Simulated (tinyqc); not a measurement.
# Which input was changed?

Model: straight dislocations in isotropic elasticity: fields, energies, partials, Peierls stress and walls. Computed by tinyqc, a small Python program. Command: `OMP_NUM_THREADS=1 python tinyqc.py 3022258 3022259 out.jsonl disloc which`. One thread of a shared host (Intel(R) Xeon(R) Processor @ 2.30GHz), about 0.05 s of CPU time with the checks.

The line runs along z, the glide plane is y = 0, and beta is the angle between b and the line (0 screw, 90 degrees edge): b_e = b sin(beta) along +x with the extra half plane at y > 0, b_s = b cos(beta). Stress is positive in tension.

Inputs (values chosen for the exercise, modelled on germanium): shear modulus G = 56 GPa; Poisson ratio nu = 0.208; Burgers vector b = 4 angstrom; stacking-fault energy gamma = 73.7 mJ/m^2; dislocation density rho = 9e+09 1/m^2; core radius r0/b = 2; unstable fault energy gamma_us = 1760 mJ/m^2; source length l = 20 nm.

Character: 30-degree.

Constants: 1 eV/angstrom^3 = 160.2176634 GPa.

Method:
- Energy factor K = G [cos^2(beta) + sin^2(beta)/(1 - nu)].
- E = K b^2/(4 pi) ln(R/r0) with R = 1/(2 sqrt(rho)); tension T = E + d^2E/d(beta)^2 = G b^2 [1 + nu - 3 nu sin^2(beta)]/(4 pi (1 - nu)) ln(R/r0). The core energy is taken into r0.
- Shockley partials have b_p = b/sqrt(3) at the angles beta -/+ 30 degrees; their repulsion balances the fault at d = G b_p^2/(8 pi gamma) (2 - nu)/(1 - nu) [1 - 2 nu cos(2 beta)/(2 - nu)].
- Misfit energy gamma(u) = (gamma_us/2)(1 - cos(2 pi u/b)), so the largest restoring stress is tau_max = pi gamma_us/b; u(x) = b/2 + (b/pi) arctan(x/zeta), zeta = K b/(4 pi tau_max). Summing the misfit energy over atomic rows a' apart gives, for a wide core, W_P = (K b^2/pi) exp(-2 pi zeta/a') and sigma_P = (K b/a') exp(-2 pi zeta/a'); a' = b/2 for edge and 30-degree lines, b sqrt(3)/2 for screw and 60-degree lines.
- Frank-Read source, averaged over the loop: tau = G b/(2 pi l) [(1 - nu/2)/(1 - nu)] ln(l/r0). Taylor hardening: tau = 0.3 G b sqrt(rho).

Question. One of these inputs alone was changed, within the range given: shear modulus G (28 to 112); stacking-fault energy gamma (36.85 to 147.4); dislocation density rho (4.5e+09 to 1.8e+10); core radius r0/b (1 to 4). Which one, and to what value?

Results:
```
run     splitting width d (nm)  Taylor stress (MPa)  half width zeta (angstrom)
before                3.224849            0.6375152                    1.374209
after                 3.568639            0.6375152                    1.374209
```

Answer.

Each candidate set to reproduce splitting width d, and what it then gives:
```
candidate                                 range searched  value needed  Taylor stress (MPa)  half width zeta (angstrom)
shear modulus G (GPa)                          28 to 112         61.97              0.70548                      1.5207
stacking-fault energy gamma (mJ/m^2)      36.85 to 147.4         66.60              0.63752                      1.3742
dislocation density rho (1/m^2)       4.5e+09 to 1.8e+10     no effect                    -                           -
core radius r0/b                                  1 to 4     no effect                    -                           -
```

Only stacking-fault energy gamma fits every result: it went from 73.7 to 66.6 mJ/m^2. The next best candidate, shear modulus G, misses one result by 11 %.

Caution: in covalent crystals lines are dissociated and reconstructed and move by kinks, so this sinusoidal model gives only the trend. Caution: in covalent crystals the flow stress is largely set by thermally activated glide over the Peierls barrier, which the source and Taylor stresses leave out.
